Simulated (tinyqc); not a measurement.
CMOS inverter, nodal equation and switching: one step of the calculation.

An n-channel pull-down (bn, VTn) and a p-channel pull-up (bp, VTp) share the input Vin and the output node Vout, which carries the load C. Transistor (EKV form, voltages against the body): I = 2 n b Vt^2 [F(vp - Vs) - F(vp - Vd)] from drain to source, F(v) = ln^2(1 + exp(v/(2 Vt))), vp = (Vg - VT + sg |Vd - Vs|)/n. n-channel bodies are at 0; for the p-channel device all voltages are counted down from Vdd. b in uA/V^2 gives I in uA. Static: In = Ip. Transient: C dVout/dt = Ip - In. No velocity saturation, no gate capacitance beyond C.

Question. Output voltage by Newton steps. f = In - Ip at (Vin, Vout); G = df/dVout by a central difference with +/- 1e-6 V; Vout(new) = Vout - f/G, the step limited to +/- 0.1 V.

Parameters, values chosen for the exercise: temperature T = 300 K; supply voltage Vdd = 0.8 V; slope factor n = 1.27; drain-induced barrier lowering sg = 0.045; n-channel threshold VTn = 0.41 V; p-channel threshold (magnitude) VTp = 0.27 V; gain factor of the pull-down transistor bn = 270 uA/V^2; gain factor of the pull-up transistor bp = 220 uA/V^2; input voltage Vin = 0.44 V.

Constants: q = 1.602176634e-19 C, kB = 1.380649e-23 J/K, Vt = kB T/q. Results are converted to the units shown.

Vout after iteration 1 = 0.5 V

Find: In; Ip; G; Vout after iteration 2.

Answer.

In = 0.6282 uA
Ip = 1.162 uA
G = 1.259 uS
Vout after iteration 2 = 0.6000 V

Numbers from tinyqc (`OMP_NUM_THREADS=1 python tinyqc.py 2340131 2340132 out.jsonl`; about 0.05 s on one thread of a shared Intel Xeon 2.30GHz).
